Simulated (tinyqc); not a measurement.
Virtual-crystal alloy A(1-x)B(x) in sp3s* tight binding: sweeps and comparisons. A value that a table varies takes the place of the one given here.

sp3s* tight binding, nearest neighbours only: anion (a) at 0, cation (c) at a/4 (1,1,1), orbitals s, px, py, pz, s* on each; k in units of 2 pi/a. With phases e_j = exp(i (pi/2) k.n_j) for n = (1,1,1), (1,-1,-1), (-1,1,-1), (-1,-1,1): g0 = (e1+e2+e3+e4)/4, g1 = (e1+e2-e3-e4)/4, g2 = (e1-e2+e3-e4)/4, g3 = (e1-e2-e3+e4)/4. The diagonal holds the levels Esa, Epa, Exa (s*) and Esc, Epc, Exc. Anion-cation block: <sa|sc> = Vss g0; <sa|xc> = Vsapc g1; <xa|sc> = -Vscpa g1; <xa|xc> = Vxx g0; <xa|yc> = <ya|xc> = Vxy g3, <xa|zc> = <za|xc> = Vxy g2, <ya|zc> = <za|yc> = Vxy g1; <s*a|xc> = Vxapc g1; <xa|s*c> = -Vpaxc g1; y and z take g2 and g3 in place of g1; s-s* and s*-s* vanish.

Virtual crystal: a(x) = (1 - x) aA + x aB (Vegard); the six levels are averaged linearly; the seven couplings follow Harrison's rule, V(x) a(x)^2 = (1 - x) V_A aA^2 + x V_B aB^2. No spin-orbit coupling and no disorder. Gaps are measured from the top of the valence band at Gamma; the Delta value is the minimum on (kx,0,0) for kx from 0.5 to 1.

Inputs chosen for the exercise (A near a published set for Si, B for Ge; such sets place X and L only to about 0.5 eV; the results hold for these values, not for the real material):
- aA = 5.433 angstrom (lattice constant of A)
- aB = 5.656 angstrom (of B)
- pA = (-4.193, 1.71, -4.193, 1.71, 6.71, 6.71, -8.28, 1.714, 4.565, 5.712, 5.712, 5.368, 5.368) eV (order Esa, Epa, Esc, Epc, Exa, Exc, Vss, Vxx, Vxy, Vsapc, Vscpa, Vxapc, Vpaxc)
- pB = (-5.869, 1.607, -5.869, 1.607, 6.394, 6.394, -6.759, 1.613, 4.899, 5.45, 5.45, 5.219, 5.219) eV (the same for B)
- x = 0.83 (fraction of B)

## Gaps across the alloy

Bowing b from E(x) = (1 - x) E(0) + x E(1) - b x (1 - x), taken at x = 0.5.

Gaps (eV):

| x | a (angstrom) | Gamma | Delta | L |
|---|---|---|---|---|
| 0.000 | 5.4330 | 3.4280 | 1.1810 | 2.4962 |
| 0.125 | 5.4609 | 3.4015 | 1.1335 | 2.2685 |
| 0.250 | 5.4887 | 3.2703 | 1.0856 | 2.0435 |
| 0.375 | 5.5166 | 2.8656 | 1.0374 | 1.8214 |
| 0.500 | 5.5445 | 2.4646 | 0.9888 | 1.6025 |
| 0.625 | 5.5724 | 2.0672 | 0.9398 | 1.3870 |
| 0.750 | 5.6002 | 1.6734 | 0.8906 | 1.1749 |
| 0.875 | 5.6281 | 1.2830 | 0.8409 | 0.9664 |
| 1.000 | 5.6560 | 0.8960 | 0.7910 | 0.7618 |

bowing (eV): Gamma -1.210, Delta -0.011, L 0.106

The lowest valley changes from the Delta line to L near x = 0.98 (linear estimate between rows). The bowing is -1.210 (Gamma), -0.011 (Delta) and +0.106 eV (L); a positive value means that the gap sags below the straight line. At Gamma the lowest empty level is s-like at one end and p-like at the other, so that column has a kink and its b is no true bowing. The virtual crystal leaves out the part of the bowing that comes from disorder and bond relaxation, and this model places the Delta and L valleys only roughly, so crossings, or their absence, can differ from those of the real alloy.

## Two ways to average the couplings

The gaps with the 1/a^2 rule and with a plain linear average of all thirteen parameters.

Gaps (eV):

| x | Gamma | Delta | L | Gamma, linear | Delta, linear | L, linear |
|---|---|---|---|---|---|---|
| 0.10 | 3.4068 | 1.1430 | 2.3138 | 3.4078 | 1.1433 | 2.3186 |
| 0.25 | 3.2703 | 1.0856 | 2.0435 | 3.2923 | 1.0862 | 2.0535 |
| 0.50 | 2.4646 | 0.9888 | 1.6025 | 2.4935 | 0.9896 | 1.6158 |
| 0.75 | 1.6734 | 0.8906 | 1.1749 | 1.6947 | 0.8913 | 1.1847 |
| 0.90 | 1.2053 | 0.8310 | 0.9252 | 1.2155 | 0.8314 | 0.9299 |

At x = 0.5 the two rules differ by -28.9 (Gamma), -0.8 (Delta) and -13.2 meV (L), with lattice constants 4.10 % apart: in terms of bowing, b = 4 times the sag at x = 0.5, the rule adds +0.116, +0.003 and +0.053 eV. The ends x = 0 and 1 are the same under both rules.

## Composition and lattice constants

Gaps of the alloy. Each row changes one parameter from the base and keeps the others.

Results:

| case | gap Gamma (eV) | gap Delta (eV) | gap L (eV) | kx of the Delta minimum |
|---|---|---|---|---|
| base | 1.4231 | 0.8588 | 1.0411 | 0.795 |
| x = 0.88 | 1.2675 | 0.8390 | 0.9582 | 0.799 |
| aA = 5.324 angstrom | 1.4168 | 0.8586 | 1.0382 | 0.795 |
| aB = 5.543 angstrom | 1.4306 | 0.8591 | 1.0445 | 0.795 |

The largest shifts from the base row, up to three for each result and ties (the steps differ in size, so this ranks the rows, not the parameters). gap Gamma (eV): x -0.1557, aB +0.0074, aA -0.0063. gap Delta (eV): x -0.0199, aB +0.0003, aA -0.0002. gap L (eV): x -0.0829, aB +0.0034, aA -0.0028. kx of the Delta minimum: x +0.004; unchanged at the printed digits by aA and aB. The lattice constants enter only through the weights of the couplings.

tinyqc: `OMP_NUM_THREADS=1 python tinyqc.py 1480807 1480808 out.jsonl`; about 0.07 s, one thread, shared Intel(R) Xeon(R) Processor @ 2.30GHz.
